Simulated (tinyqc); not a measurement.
Deep-level transient spectroscopy (DLTS) of one majority-carrier trap: one step, computed by the program tinyqc. Command: `OMP_NUM_THREADS=1 python tinyqc.py 3010663 3010664 out.jsonl dlts walk`. One thread of a shared host (Intel(R) Xeon(R) Processor @ 2.30GHz), about 0.05 s of CPU time with the checks.

A filling pulse loads the traps in a one-sided junction; under reverse bias they empty at the rate e, and the capacitance relaxes as C(t) = C_0 - dC exp(-e t). The signal is S = [C(t_2) - C(t_1)]/dC.

Question. Rate window and signal. S(e) = exp(-e t_1) - exp(-e t_2) peaks at the rate window e_0 = ln(t_2/t_1)/(t_2 - t_1).

Inputs (values chosen for the exercise, with mass and screening modelled on GaSb): gate time t_1 = 0.002 s; ratio t_2/t_1 = 2; temperature T = 115 K.

Carriers: electrons. Extra term: capture barrier.

emission rate e = 1.157755e-05 1/s

Give: rate window e_0; peak height S_max; signal at T.

Answer.

rate window e_0 = 346.57 1/s

peak height S_max = 0.25

signal at T = 2.3155e-08

At this T the trap empties slower than the window, by a factor 2.99e7: the point lies on the low-temperature side of the peak.
